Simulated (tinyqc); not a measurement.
Inside a calculation: Wannier function of the lower band of a two-orbital chain. Values are carried at full precision from step to step, so a last printed digit may differ when a step is redone from the rounded ones.

H(k) = [[-d/2 - 2 ta cos k, -t1 - t2 exp(-ik)], [-t1 - t2 exp(ik), d/2 - 2 tb cos k]], k in 1/a, Bloch sums with exp(ikR) and without the positions inside the cell. Mesh k_j = 2 pi j/N. Projection gauge: each lower eigenvector u is multiplied by the phase that makes <trial|u> real and positive (the one-band case of Loewdin orthogonalisation). Wannier amplitudes w(R) = (1/N) sum_k exp(ikR) u(k); hoppings H(R) = (1/N) sum_k exp(-ikR) E(k).

Values chosen for the exercise: d = 0.56 eV (A at -d/2, B at +d/2); t1 = 2.06 eV (A-B in the cell); t2 = 0.88 eV (B to A of the next cell); ta = 0.08 eV (A-A between cells); tb = 0.37 eV (B-B between cells); N = 8 (k points); th = 45 degrees (trial orbital cos(th) A + sin(th) B in cell 0); xb = 0.55 a (position of B (A at 0)); a = 5.1 angstrom (period); kq = 2.21 1/a (point off the mesh).

## Bloch states in the projection gauge

Diagonalise at each mesh point and fix the phase.

Mesh:
```
j,E lower (eV),E upper (eV),u_A,u_B,|<trial|u>|
0,-3.3900,2.4900,0.70590,0.70831,1.0000
1,-3.0727,2.4363,0.71214-0.08040i,0.69277+0.08040i,0.9934
2,-2.2575,2.2575,0.73631-0.14094i,0.64662+0.14094i,0.9779
3,-1.3218,1.9582,0.79291-0.13848i,0.57701+0.13848i,0.9687
4,-0.8605,1.7605,0.84704,0.53152,0.9748
5,-1.3218,1.9582,0.79291+0.13848i,0.57701-0.13848i,0.9687
6,-2.2575,2.2575,0.73631+0.14094i,0.64662-0.14094i,0.9779
7,-3.0727,2.4363,0.71214+0.08040i,0.69277-0.08040i,0.9934
```

The projection is smallest at j = 3 and 5 (0.9687); the gauge is smooth as long as it stays away from zero.

## The Wannier function

w(R) = (1/N) sum_j exp(2 pi i j R/N) u_j, for the N cells nearest the origin; it is real.

Amplitudes:
```
R,on A,on B
-3,-0.0068,0.0051
-2,0.0246,-0.0212
-1,-0.1058,0.1165
0,0.7545,0.6341
1,0.0420,-0.0314
2,-0.0045,0.0078
3,0.0001,-0.0018
4,0.0019,-0.0008
```

norm = 1.0000

Cell 0 holds 97.1 % of the weight.

## Centre and spread in real space

Point-like orbitals at R (A) and R + xb (B): centre <x>, spread <x^2> - <x>^2.

centre in units of a = 0.205
centre in angstrom = 1.047
spread = 2.655 angstrom^2

## The same from overlaps (Marzari-Vanderbilt)

b = 2 pi/N; M_j = u_j^+ diag(1, exp(-i b xb)) u_(j+1), with u_N = u_0. Centre = -(1/2 pi) sum arg M_j; gauge-invariant part Omega_I = (1/(N b^2)) sum (1 - |M_j|^2); gauge-dependent part Omega_D = (1/(N b^2)) sum (arg M_j + b centre)^2.

Overlaps:
```
j,|M_j|,arg M_j (rad)
0,0.9947,-0.2132
1,0.9907,-0.1950
2,0.9745,-0.1515
3,0.9226,-0.0846
4,0.9226,-0.0846
5,0.9745,-0.1515
6,0.9907,-0.1950
7,0.9947,-0.2132
```

centre from overlaps = 0.205 a
Omega_I = 0.0925 a^2
Omega_D = 0.0040 a^2

The centre is the Berry phase over 2 pi and does not depend on the trial orbital (modulo a). Omega_D is 4.1 % of the total; in one dimension a gauge that spreads the phase evenly removes it. The total is 0.0965 a^2, against 0.1022 a^2 (centre 0.205 a) in real space on 96 cells.

## Hoppings and interpolation

H(R) = (1/N) sum_j E_j cos(2 pi j R/N) for R = 0 to N/2. Interpolation: E(k) = H(0) + 2 sum H(R) cos(kR), the term R = N/2 of an even mesh counted once.

H(0), H(1), ... (eV): -2.1943  -0.6257  0.0331  -0.0067  0.0029

interpolated E(kq) = -1.4818 eV

The exact value is -1.4809 eV; the interpolation is off by -0.9 meV. Though the chain has short hoppings, the single band has longer ones, made by paths through the other orbital, which the tails of the Wannier function carry.

## Checks

- Centre from overlaps against the real-space centre on 200 points: both 0.2053.
- Omega_I + Omega_D against the real-space spread on 200 points: both 0.102.

Program tinyqc; command `OMP_NUM_THREADS=1 python tinyqc.py 1480378 1480379 out.jsonl`; about 0.2 s on one thread of a shared Intel(R) Xeon(R) Processor @ 2.30GHz.
